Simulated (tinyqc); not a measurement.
Electron-beam lithography: double-Gaussian proximity function, edge placement and dose correction for parallel lines: one step, computed by the program tinyqc. Command: `OMP_NUM_THREADS=1 python tinyqc.py 3112694 3112695 out.jsonl proximity walk`. One thread of a shared host (Intel(R) Xeon(R) Processor @ 2.30GHz), about 0.01 s of CPU time with the checks.

Lines are infinitely long. Absorbed energy is counted so that the middle of a very large area written at dose 1 receives 1; the resist develops where it exceeds 1/2.

Problem. Interaction matrix. f(r) = [exp(-r^2/alpha^2)/alpha^2 + eta exp(-r^2/beta^2)/beta^2]/(pi (1 + eta)). A line from a to b at dose d gives E(x) = d [S(alpha) + eta S(beta)]/(1 + eta), S(s) = [erf((b - x)/s) - erf((a - x)/s)]/2. M_ij is the mean of E at the two edges of line i from line j at dose 1.

Inputs (values chosen for the exercise, of the order of those for 50 keV electrons in resist on silicon): forward range alpha = 0.012 micrometre; backscatter range beta = 9 micrometre; backscatter ratio eta = 0.54.

Lines (micrometre):
```
line  left edge  right edge  centre
1         0.000       0.100   0.050
2         1.200       2.600   1.900
3         2.780      11.980   7.380
4        12.100      12.166  12.133
5        12.296      12.330  12.313
```

Give: M.

Solution.

M:
```
        1       2       3       4       5
1  0.3269  0.0294  0.1064  0.0002  0.0001
2  0.0021  0.3552  0.1359  0.0004  0.0002
3  0.0012  0.0196  0.4740  0.0010  0.0005
4  0.0004  0.0085  0.1471  0.3261  0.0007
5  0.0003  0.0081  0.1445  0.0015  0.3254
```
